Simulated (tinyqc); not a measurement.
# Zero-field barrier from two thresholds

Question. The photoemission threshold over an interface barrier is Phi = P0 - sqrt(q F/(4 pi eps0 ei)). Find P0 and ei.

Constants: q = 1.602176634e-19 C, eps0 = 8.8541878128e-14 F/cm where lengths are in cm. Results are converted to the units shown.

thresholds at F = 0.7 and 4.2 MV/cm (eV): [2.7632047, 2.5359316]

Solution. Phi is linear in sqrt(F): the intercept is P0 and the slope gives ei.

P0 = 2.920 eV
ei = 4.100

Computed by the program tinyqc: `OMP_NUM_THREADS=1 python tinyqc.py 2410078 2410079 out.jsonl`, one thread of a shared Intel Xeon 2.30GHz, about 0.01 s for the whole run.
